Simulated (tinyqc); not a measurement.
# Bandgap voltage reference from two bipolar transistors: output against temperature

Two transistors of area 1 and N carry the same current I. Is(T) = Is (T/T0)^eta exp[(Vg0 q/kB)(1/T0 - 1/T)], VBE1 = Vt ln(I/Is(T)) + I rb, VBE2 = Vt ln(I/(N Is(T))) + I rb/N. The amplifier forces I R1(T) = VBE1 - VBE2 + Vos, with R(T) = R (1 + tc (T - T0)) for both resistors, and the output is Vref = VBE1 + I R2(T). Base currents and the Early effect are neglected.

Vt = kB T/q; I = (Vt ln N + Vos)/(R1(T) - rb (1 - 1/N)).

Parameters, values chosen for the exercise; values of the order met in silicon bipolar transistors:
- T0 = 323 K (reference temperature)
- Vg0 = 1.18 V (band-gap voltage extrapolated to 0 K)
- eta = 3.4 (temperature exponent of the saturation current)
- Is = 2e-16 A (saturation current of the unit transistor at T0)
- N = 10 (area ratio of the second transistor)
- R1 = 4.6 kohm (resistor across which the difference of VBE falls, at T0)
- tc = -300 ppm/K (temperature coefficient of both resistors)
- Vos = 0 mV (offset of the amplifier)
- rb = 0 ohm (series resistance of the unit transistor)
- R2 = 38.83 kohm (output resistor at T0)

Constants: q = 1.602176634e-19 C, kB = 1.380649e-23 J/K. Results are converted to the units shown.

Results:
```
T (K)  I (uA)  VBE1 (V)  I R2 (V)  Vref (V)  Vref - Vref(T0) (mV)  dVref/dT (uV/K)
218     9.116    0.8698    0.3651     1.235                -1.040            50.46
233     9.786    0.8453    0.3903     1.236               -0.3812            37.47
253     10.69    0.8124    0.4238     1.236                0.2060            21.49
273     11.60    0.7792    0.4573     1.236                0.4869            6.806
298     12.76    0.7372    0.4991     1.236                0.4438           -9.983
348     15.12    0.6522    0.5829     1.235               -0.8105           -39.35
373     16.33    0.6092    0.6248     1.234                -1.959           -52.32
398     17.56    0.5659    0.6666     1.233                -3.419           -64.34
423     18.81    0.5223    0.7085     1.231                -5.169           -75.53
```

Estimate the missing row, T = 323 K.

Computed row:
```
T (K)  I (uA)  VBE1 (V)  I R2 (V)  Vref (V)  Vref - Vref(T0) (mV)  dVref/dT (uV/K)
323     13.93    0.6949    0.5410     1.236                     0           -25.30
```

With this row back in the table: VBE1 falls by 1.70 mV/K on average and I R2 rises by 1.67 mV/K. The slope of Vref vanishes at T = 283 K. Between 233 and 398 K Vref spans 3.94 mV, or 19.3 ppm/K by the box method (span over the average over T, over 165 K).

Computed by the program tinyqc: `OMP_NUM_THREADS=1 python tinyqc.py 2062006 2062007 out.jsonl`, one thread of a shared Intel Xeon 2.30GHz, about 0.03 s for the whole run.
